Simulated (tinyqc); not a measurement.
## Gate work function from the charge

Question. For an undoped double gate, Q = 8 eps0 eps_r Vt beta tan(beta)/ts with 0 < beta < pi/2, and at the source (Vg - dphi)/(2 Vt) - ln[(2/ts) sqrt(2 eps0 eps_r Vt/(q ni))] = ln(beta) - ln(cos beta) + 2 r beta tan(beta), r = eps_r tox/(eox ts). Find beta and dphi.

Inputs (values chosen for the exercise); material values close to those of silicon: temperature T = 273 K; relative permittivity of the semiconductor eps_r = 11.7; relative permittivity of the gate insulator eox = 25.5; insulator thickness tox = 9 nm; body thickness ts = 20 nm; gate voltage Vg = 1.15 V.

Constants: q = 1.602176634e-19 C, kB = 1.380649e-23 J/K, Vt = kB T/q, eps0 = 8.8541878128e-14 F/cm where lengths are in cm. Results are converted to the units shown.

Qs = 2505.7214 nC/cm^2
ni = 7.0491271e8 cm^-3

Answer. beta tan(beta) rises from 0 without bound on the interval, so the charge fixes beta; the second relation is then explicit in dphi. At this charge the surface density passes 0.3 Nc, so the classical Boltzmann model is only formal.

beta = 1.512
dphi = 0.03000 V

Program tinyqc, `OMP_NUM_THREADS=1 python tinyqc.py 2440109 2440110 out.jsonl`; Intel Xeon 2.30GHz, shared host, one thread, about 0.03 s.
